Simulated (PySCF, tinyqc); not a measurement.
Inside a calculation. Method: RHF in the 6-31g basis, for H3-, spin multiplicity 1. The basis has no diffuse functions, so it cannot describe the extra electron: this is an exercise in the method, not the real anion. This run ends on a higher stationary point, not on the lowest solution. The lowest restricted solution is unstable here: a spin-polarised one lies 0.0785 hartree lower (PySCF). One step of it, computed by the program tinyqc.

Question. Iteration 2: building the Fock matrix. J_ij = sum D_kl (ij|kl), K_ij = sum D_kl (ik|jl); F = H + J - 0.5 K; E = tr D H + tr D J / 2 - 0.25 tr D K + E_nn.

D after iteration 1:
```
,1H 1s,1H 2s,2H 1s,2H 2s,3H 1s,3H 2s
1H 1s,0.802494,-0.437317,-0.226881,0.078677,-0.055078,0.922222
1H 2s,-0.437317,2.186075,-0.669017,0.477546,0.096316,-2.215522
2H 1s,-0.226881,-0.669017,1.358373,-1.072750,-0.103550,0.852548
2H 2s,0.078677,0.477546,-1.072750,0.874277,0.108214,-0.695379
3H 1s,-0.055078,0.096316,-0.103550,0.108214,0.090378,-0.017259
3H 2s,0.922222,-2.215522,0.852548,-0.695379,-0.017259,3.018082
```

core Hamiltonian H = T + V (hartree):
```
,1H 1s,1H 2s,2H 1s,2H 2s,3H 1s,3H 2s
1H 1s,-1.102875,-1.037746,-0.312289,-0.576650,-0.312473,-0.576788
1H 2s,-1.037746,-1.195802,-0.576650,-0.880407,-0.576807,-0.880538
2H 1s,-0.312289,-0.576650,-1.102875,-1.037746,-0.312473,-0.576788
2H 2s,-0.576650,-0.880407,-1.037746,-1.195802,-0.576807,-0.880538
3H 1s,-0.312473,-0.576807,-0.312473,-0.576807,-1.102952,-1.037796
3H 2s,-0.576788,-0.880538,-0.576788,-0.880538,-1.037796,-1.195855
```

Two-electron integrals (ij|kl) in chemists' order, unique and non-zero (hartree):
```
i,j,k,l,(ij|kl)
1,1,1,1,1.076566
2,1,1,1,0.578470
2,1,2,1,0.329423
2,2,1,1,0.587396
2,2,2,1,0.361304
2,2,2,2,0.453150
3,1,1,1,0.091046
3,1,2,1,0.054367
3,1,2,2,0.063956
3,1,3,1,0.014180
3,2,1,1,0.156814
3,2,2,1,0.099769
3,2,2,2,0.133086
3,2,3,1,0.029299
3,2,3,2,0.074712
3,3,1,1,0.421088
3,3,2,1,0.274593
3,3,2,2,0.387957
3,3,3,1,0.091046
3,3,3,2,0.265857
3,3,3,3,1.076566
4,1,1,1,0.265857
4,1,2,1,0.152868
4,1,2,2,0.170254
4,1,3,1,0.029299
4,1,3,2,0.055467
4,1,3,3,0.156814
4,1,4,1,0.074712
4,2,1,1,0.331545
4,2,2,1,0.206916
4,2,2,2,0.268227
4,2,3,1,0.045600
4,2,3,2,0.105265
4,2,3,3,0.331545
4,2,4,1,0.105265
4,2,4,2,0.183726
4,3,1,1,0.274593
4,3,2,1,0.177950
4,3,2,2,0.249214
4,3,3,1,0.054367
4,3,3,2,0.152868
4,3,3,3,0.578470
4,3,4,1,0.099769
4,3,4,2,0.206916
4,3,4,3,0.329423
4,4,1,1,0.387957
4,4,2,1,0.249214
4,4,2,2,0.346991
4,4,3,1,0.063956
4,4,3,2,0.170254
4,4,3,3,0.587396
4,4,4,1,0.133086
4,4,4,2,0.268227
4,4,4,3,0.361304
4,4,4,4,0.453150
5,1,1,1,0.091119
5,1,2,1,0.054409
5,1,2,2,0.064004
5,1,3,1,0.010827
5,1,3,2,0.021238
5,1,3,3,0.059714
5,1,4,1,0.027151
5,1,4,2,0.040674
5,1,4,3,0.038458
5,1,4,4,0.052299
5,1,5,1,0.014200
5,2,1,1,0.156879
5,2,2,1,0.099808
5,2,2,2,0.133133
5,2,3,1,0.021231
5,2,3,2,0.047694
5,2,3,3,0.141471
5,2,4,1,0.050804
5,2,4,2,0.089643
5,2,4,3,0.091072
5,2,4,4,0.125135
5,2,5,1,0.029328
5,2,5,2,0.074753
5,3,1,1,0.059714
5,3,2,1,0.038458
5,3,2,2,0.052299
5,3,3,1,0.010827
5,3,3,2,0.027151
5,3,3,3,0.091119
5,3,4,1,0.021238
5,3,4,2,0.040674
5,3,4,3,0.054409
5,3,4,4,0.064004
5,3,5,1,0.010834
5,3,5,2,0.027157
5,3,5,3,0.014200
5,4,1,1,0.141471
5,4,2,1,0.091072
5,4,2,2,0.125135
5,4,3,1,0.021231
5,4,3,2,0.050804
5,4,3,3,0.156879
5,4,4,1,0.047694
5,4,4,2,0.089643
5,4,4,3,0.099808
5,4,4,4,0.133133
5,4,5,1,0.027157
5,4,5,2,0.072853
5,4,5,3,0.029328
5,4,5,4,0.074753
5,5,1,1,0.421163
5,5,2,1,0.274639
5,5,2,2,0.388005
5,5,3,1,0.059682
5,5,3,2,0.141442
5,5,3,3,0.421163
5,5,4,1,0.141442
5,5,4,2,0.269782
5,5,4,3,0.274639
5,5,4,4,0.388005
5,5,5,1,0.091119
5,5,5,2,0.265932
5,5,5,3,0.091119
5,5,5,4,0.265932
5,5,5,5,1.076566
6,1,1,1,0.265932
6,1,2,1,0.152911
6,1,2,2,0.170300
6,1,3,1,0.027137
6,1,3,2,0.050797
6,1,3,3,0.141454
6,1,4,1,0.072834
6,1,4,2,0.101351
6,1,4,3,0.091063
6,1,4,4,0.125126
6,1,5,1,0.029328
6,1,5,2,0.055502
6,1,5,3,0.021243
6,1,5,4,0.050815
6,1,5,5,0.156879
6,1,6,1,0.074753
6,2,1,1,0.331614
6,2,2,1,0.206958
6,2,2,2,0.268278
6,2,3,1,0.040652
6,2,3,2,0.089629
6,2,3,3,0.269799
6,2,4,1,0.101344
6,2,4,2,0.170824
6,2,4,3,0.172012
6,2,4,4,0.234810
6,2,5,1,0.045640
6,2,5,2,0.105313
6,2,5,3,0.040679
6,2,5,4,0.101369
6,2,5,5,0.331614
6,2,6,1,0.105313
6,2,6,2,0.183787
6,3,1,1,0.141454
6,3,2,1,0.091063
6,3,2,2,0.125126
6,3,3,1,0.027137
6,3,3,2,0.072834
6,3,3,3,0.265932
6,3,4,1,0.050797
6,3,4,2,0.101351
6,3,4,3,0.152911
6,3,4,4,0.170300
6,3,5,1,0.021243
6,3,5,2,0.050815
6,3,5,3,0.029328
6,3,5,4,0.055502
6,3,5,5,0.156879
6,3,6,1,0.047701
6,3,6,2,0.089651
6,3,6,3,0.074753
6,4,1,1,0.269799
6,4,2,1,0.172012
6,4,2,2,0.234810
6,4,3,1,0.040652
6,4,3,2,0.101344
6,4,3,3,0.331614
6,4,4,1,0.089629
6,4,4,2,0.170824
6,4,4,3,0.206958
6,4,4,4,0.268278
6,4,5,1,0.040679
6,4,5,2,0.101369
6,4,5,3,0.045640
6,4,5,4,0.105313
6,4,5,5,0.331614
6,4,6,1,0.089651
6,4,6,2,0.170848
6,4,6,3,0.105313
6,4,6,4,0.183787
6,5,1,1,0.274639
6,5,2,1,0.177977
6,5,2,2,0.249242
6,5,3,1,0.038437
6,5,3,2,0.091053
6,5,3,3,0.274639
6,5,4,1,0.091053
6,5,4,2,0.172000
6,5,4,3,0.177977
6,5,4,4,0.249242
6,5,5,1,0.054409
6,5,5,2,0.152911
6,5,5,3,0.054409
6,5,5,4,0.152911
6,5,5,5,0.578470
6,5,6,1,0.099808
6,5,6,2,0.206958
6,5,6,3,0.099808
6,5,6,4,0.206958
6,5,6,5,0.329423
6,6,1,1,0.388005
6,6,2,1,0.249242
6,6,2,2,0.347020
6,6,3,1,0.052268
6,6,3,2,0.125107
6,6,3,3,0.388005
6,6,4,1,0.125107
6,6,4,2,0.234788
6,6,4,3,0.249242
6,6,4,4,0.347020
6,6,5,1,0.064004
6,6,5,2,0.170300
6,6,5,3,0.064004
6,6,5,4,0.170300
6,6,5,5,0.587396
6,6,6,1,0.133133
6,6,6,2,0.268278
6,6,6,3,0.133133
6,6,6,4,0.268278
6,6,6,5,0.361304
6,6,6,6,0.453150
```

nuclear repulsion = 1.26815079 hartree

Give: Coulomb J; exchange K; Fock matrix F; total energy of this density.

Answer.

Coulomb J (hartree):
```
,1H 1s,1H 2s,2H 1s,2H 2s,3H 1s,3H 2s
1H 1s,2.1966,1.3155,0.2575,0.6391,0.2583,0.6406
1H 2s,1.3155,1.6383,0.5868,1.0589,0.5914,1.0715
2H 1s,0.2575,0.5868,1.9180,1.1617,0.2450,0.5821
2H 2s,0.6391,1.0589,1.1617,1.5064,0.5849,1.0367
3H 1s,0.2583,0.5914,0.2450,0.5849,1.8879,1.1841
3H 2s,0.6406,1.0715,0.5821,1.0367,1.1841,1.5688
```

exchange K (hartree):
```
,1H 1s,1H 2s,2H 1s,2H 2s,3H 1s,3H 2s
1H 1s,1.1615,0.8137,0.0480,0.4084,0.2722,0.4961
1H 2s,0.8137,0.7308,0.1160,0.4174,0.3433,0.5196
2H 1s,0.0480,0.1160,0.6068,0.2556,0.1659,0.2439
2H 2s,0.4084,0.4174,0.2556,0.3591,0.3436,0.4586
3H 1s,0.2722,0.3433,0.1659,0.3436,0.6578,0.6512
3H 2s,0.4961,0.5196,0.2439,0.4586,0.6512,0.7902
```

Fock matrix F (hartree):
```
,1H 1s,1H 2s,2H 1s,2H 2s,3H 1s,3H 2s
1H 1s,0.5130,-0.1291,-0.0788,-0.1417,-0.1902,-0.1843
1H 2s,-0.1291,0.0771,-0.0479,-0.0302,-0.1571,-0.0689
2H 1s,-0.0788,-0.0479,0.5117,-0.0038,-0.1504,-0.1166
2H 2s,-0.1417,-0.0302,-0.0038,0.1311,-0.1637,-0.0731
3H 1s,-0.1902,-0.1571,-0.1504,-0.1637,0.4561,-0.1793
3H 2s,-0.1843,-0.0689,-0.1166,-0.0731,-0.1793,-0.0222
```

total energy of this density = 0.136684 hartree

This density is a damped mixture and is not idempotent.
